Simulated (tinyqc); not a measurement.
Temperature and isotope dependence of a band gap in oscillator models, step by step. Values are carried at full precision from step to step, so a last printed digit may differ when a step is redone from the rounded ones.

E(T) = E0 - sum_i sl_i th_i n_i(T), n = 1/(exp(th/T) - 1). The same coupling lowers the gap at 0 K by the zero-point term ZP = sum_i sl_i th_i/2, so the gap of the static lattice is E0 + ZP. Thermal expansion is taken as part of the slopes.

Inputs chosen for the exercise (near those of AlN; not measured data):
```
symbol  value          unit   meaning
E0      6.142          eV     gap at 0 K
th      (337, 1052)    K      temperatures of two oscillators
sl      (0.266, 0.54)  meV/K  their high-temperature slopes
T       50             K      temperature
M       20.5           u      mean atomic mass
dM      -1.08          u      change of the mean mass (not bounded by the natural isotopes)
T12     (800, 1640)    K      temperatures of the fits
```

## The gap at T

Give the occupations, the two terms, the gap, ZP and the static gap.

n_i: 0.00118  0.00000

terms (meV): 0.106  0.000

E(T) = 6.1419 eV
ZP = 328.86 meV
static gap = 6.4709 eV

The thermal fall, 0.1 meV, is smaller than the zero-point term, 328.9 meV; the soft oscillator supplies 100 % of the fall but 14 % of ZP. A calculation with clamped ions should be compared with the static gap.

## Slope and asymptote

dE/dT = -sum sl_i (th_i/T)^2 n_i (1 + n_i). At high T, n -> T/th - 1/2, so E -> E0 + ZP - (sum sl_i) T. Give the slope, its ratio to the limit, and the value at 0 K of the tangent drawn at T.

dE/dT = -0.0143 meV/K
ratio to the limiting slope = 0.0178
intercept of the tangent = 6.1426 eV
intercept - E0 = 0.61 meV

The tangent recovers 0 % of ZP: the extrapolation works only from T well above the higher oscillator (1052 K).

## Isotope effect

With M -> M + dM the oscillator temperatures scale as M^(-1/2) and the slopes stay. Give th, ZP, E0 (static gap fixed) and E(T) for the new mass, and the linear rule dE0 = ZP dM/(2 M).

th (K): 346.24  1080.86

ZP = 337.882 meV
shift of E0 = -9.021 meV
linear rule = -8.663 meV
shift of E(T) = -9.005 meV

The lighter crystal has the narrower gap. At 50 K 100 % of the shift at 0 K is left; it fades at high T, where the motion is classical and the mean-square amplitude no longer depends on mass.

## Two common fits

Two-parameter forms are made to pass through the falls at the two temperatures T12: Varshni aV T^2/(T + bV), from the line T^2/fall = (T + bV)/aV; one oscillator s1 t1/(exp(t1/T) - 1), with t1 from the ratio of the falls.

Give the falls and the parameters.

falls (meV): 379.6053  1024.6736

aV = 0.8947 meV/K
bV = 708 K
t1 = 768.8 K
s1 = 0.7971 meV/K
ZP of the one-oscillator fit = 306.4 meV

The limiting slope of the model is 0.8060 meV/K; Varshni puts it +11 % off and one oscillator -1 %. The ZP of the fit differs from the true one by -22.5 meV.

## Checks

- Slope by finite differences against the formula (meV/K): both 0.014325.
- Fall at 20 times the higher oscillator temperature against the asymptote (meV): 16632 against 16629.

tinyqc: `OMP_NUM_THREADS=1 python tinyqc.py 1881292 1881293 out.jsonl`; about 0.01 s, one thread, shared Intel(R) Xeon(R) Processor @ 2.30GHz.
